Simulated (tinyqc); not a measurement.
Inside a calculation. Method: lattice vibrations of a chain. Computed by tinyqc, a small Python program that keeps every step. Command: `OMP_NUM_THREADS=1 python tinyqc.py 31972 31973 out.jsonl` (the two numbers bound the seeds that draw the settings). One thread of a shared host (Intel(R) Xeon(R) Processor @ 2.60GHz), about 0.01 s of CPU time with the checks.

## Dynamical matrix at q = 0.44

A chain moving along its axis:
```
atom  mass (u)  spring to the next atom (eV/angstrom^2)
1     104.8000                                  22.8000
2      37.3000                                   5.4000
3      42.7000                                  17.9000
```

q is in units of 2 pi/a. A spring k from atom i to atom j, n cells on, adds k to Phi_ii and Phi_jj, -k exp(2 pi i q n) to Phi_ij and the conjugate to Phi_ji (for one atom a cell: 2k (1 - cos 2 pi q n)); D_ij = Phi_ij / sqrt(m_i m_j).

D(q) (eV/(angstrom^2 u)), lower triangle (Hermitian):
```
                1        2       3
1          0.3884
2         -0.3647   0.7560
3  0.2488-0.0985i  -0.1353  0.5457
```

## Frequencies

omega^2 are the eigenvalues; wavenumber = 521.4708 sqrt(eigenvalue) 1/cm.

eigenvalues: 0.0933  0.4964  1.1004

wavenumbers (1/cm): 159.3  367.4  547.0

weights |e|^2 of the mass-weighted modes:
```
        mode 1  mode 2  mode 3
atom 1  0.6934  0.0226  0.2839
atom 2  0.1524  0.3160  0.5316
atom 3  0.1541  0.6614  0.1845
```

## Dispersion and heat capacity

C/k_B per atom = mean over q = (j + 1/2)/80, j = 0..39 and all branches of y^2 e^y/(e^y - 1)^2, y = hc wavenumber / k_B T.

Wavenumbers (1/cm):
```
q       branch 1  branch 2  branch 3
0.0000    0.0000  438.6423  516.8884
0.0625   28.1404  435.4970  518.7785
0.1250   55.7799  427.0269  523.5621
0.1875   82.3509  415.1502  529.5746
0.2500  107.1349  401.6369  535.5284
0.3125  129.1485  388.0559  540.6607
0.3750  147.0153  376.0789  544.5473
0.4375  158.9534  367.6320  546.9563
0.5000  163.1959  364.5470  547.7712
```

Heat capacity:
```
T (K)  C/k_B per atom
20             0.0689
50             0.1805
100            0.3190
200            0.6005
300            0.7707
600            0.9313
1200           0.9820
```

zero-point energy per atom = 21.3799 meV
